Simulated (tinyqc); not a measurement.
Stretching all distances: RHF, UHF, MP2, CISD and CCSD against full CI in the sto-3g basis, for H3+, spin multiplicity 1. Computed by the program tinyqc with PySCF. 

Geometry (angstrom):
```
atom       x       y        z
H     0.0000  0.0000   0.0000
H     0.0000  0.0000   0.8420
H     0.0000  0.0000  -0.8420
```

All coordinates are multiplied by the scale. c0^2 is the weight of the RHF determinant in the lowest singlet FCI state (UHF is spin-contaminated and may lie near states of higher spin) and n(LUMO) the first natural occupation beyond the occupied space.

Full CI energy (hartree) and errors against it (kcal/mol):
```
scale  distance 1-2 (angstrom)    E(FCI)     RHF     UHF     MP2   CISD   CCSD  <S^2> UHF   c0^2  n(LUMO)
0.980                    0.825  -1.23287  17.636  17.636   5.719  0.000  0.000      0.000  0.975    0.044
1.140                    0.960  -1.23022  21.336  21.336   6.987  0.000  0.000      0.000  0.965    0.061
1.300                    1.095  -1.20732  25.485  24.446   8.300  0.000  0.000      0.187  0.952    0.081
1.470                    1.238  -1.17317  30.640  23.983   9.802  0.000  0.000      0.433  0.934    0.107
1.630                    1.372  -1.13824  36.388  21.813  11.321  0.000  0.000      0.594  0.913    0.135
1.790                    1.507  -1.10440  43.068  19.133  12.847  0.000  0.000      0.710  0.887    0.168
1.950                    1.642  -1.07372  50.591  16.542  14.161  0.000  0.000      0.793  0.858    0.204
2.120                    1.785  -1.04559  59.247  14.186  14.966  0.000  0.000      0.856  0.824    0.244
2.280                    1.920  -1.02348  67.685  12.384  14.781  0.000  0.000      0.898  0.793    0.282
```

UHF parts from RHF first at scale 1.3 of those listed, where <S^2> leaves zero. The weight c0^2 goes from 0.98 to 0.79 and n(LUMO) from 0.04 to 0.28: static correlation grows as the bonds break into open-shell fragments. The spread of the error along the curve, which distorts its shape, is CISD 0.0, CCSD 0.0, MP2 9.2, UHF 12.1, RHF 50.0 kcal/mol. With two electrons CISD and CCSD are exact.
